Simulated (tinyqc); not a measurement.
Do the excited 1s states matter for ionisation? Model: valley-orbit splitting of a donor ground state, with strain. Computed by tinyqc, a small Python program. Command: `OMP_NUM_THREADS=1 python tinyqc.py 3017715 3017716 out.jsonl valleyorbit walk`. One thread of a shared host (Intel(R) Xeon(R) Processor @ 2.30GHz), about 0.01 s of CPU time with the checks.

The basis is the 1s envelope in each valley; energies are counted from the unstrained conduction-band edge. The strain is e_s (a a^T - 1/3) for the unit stress axis a, so valley j along n_j moves by Xi_u e_s w_j with w_j = (n_j.a)^2 - 1/3: +1/3 for [111] and [-1-11], -1/3 for the others.

Inputs (values chosen for the exercise, modelled on donors in germanium):
```
quantity                                    value   unit
single-valley binding energy E_0             9.93    meV
central-cell shift Lambda                    0.37    meV
coupling Delta_1                             0.62    meV
shear deformation potential Xi_u             16.5     eV
donor density N_D                         3.3e+14  cm^-3
density-of-states mass of one valley m_e    0.213    m_0
```

Valleys: four along <111>. Stress axis: [110].

Constants: k_B = 8.617333262e-05 eV/K; m_0 = 9.1093837015e-31 kg; k_B = 1.380649e-23 J/K; h = 6.62607015e-34 J s.

Method:
- By symmetry: E(A1) = E_0 + Lambda + 3 Delta_1 (one state), E(T2) = E_0 + Lambda - Delta_1 (three), as binding energies.
- H_jj = -(E_0 + Lambda) + Xi_u e_s w_j; H_jk = -Delta_1 between any two valleys.
- z = sum over levels of exp(-(E - E_ground)/k_B T), the ground-state share being 1/z; N_c = 2 (2 pi m_e k_B T/h^2)^(3/2) sum_j exp(-(shift_j - lowest shift)/k_B T); n1 = N_c/(2 z) exp(-binding/k_B T), binding = lowest shift - E_ground; without compensation n = 2 N_D/(1 + sqrt(1 + 4 N_D/n1)) (Boltzmann statistics; p and higher states left out).
- No strain here. The last two columns set z = 1, with the A1 depth, or use one level at E_0 with z equal to the number of valleys.

E(A1) = 12.16 meV

Ionised share:
```
T (K)       z  all 1s states  ground state alone  no splitting
7.1    1.0521     3.4760e-04          3.5653e-04    1.1025e-03
12.0   1.2726     2.6739e-02          3.0112e-02    4.3942e-02
18.0   1.6064     2.0673e-01          2.5408e-01    2.5970e-01
26.0   1.9918     5.8850e-01          7.0419e-01    6.3942e-01
35.0   2.3183     8.4384e-01          9.1994e-01    8.6487e-01
56.0   2.7944     9.7275e-01          9.8990e-01    9.7530e-01
94.0   3.2088     9.9457e-01          9.9829e-01    9.9486e-01
```

z grows from 1.052 to 3.21 of at most 4. Leaving out the excited states overstates the ionised share by up to 22.9 % (at 18.0 K); ignoring the splitting misses by a factor 3.17 at the lowest T and 1.00 at the highest.

Extremes, crossings and ranges named in words are read from the listed rows.
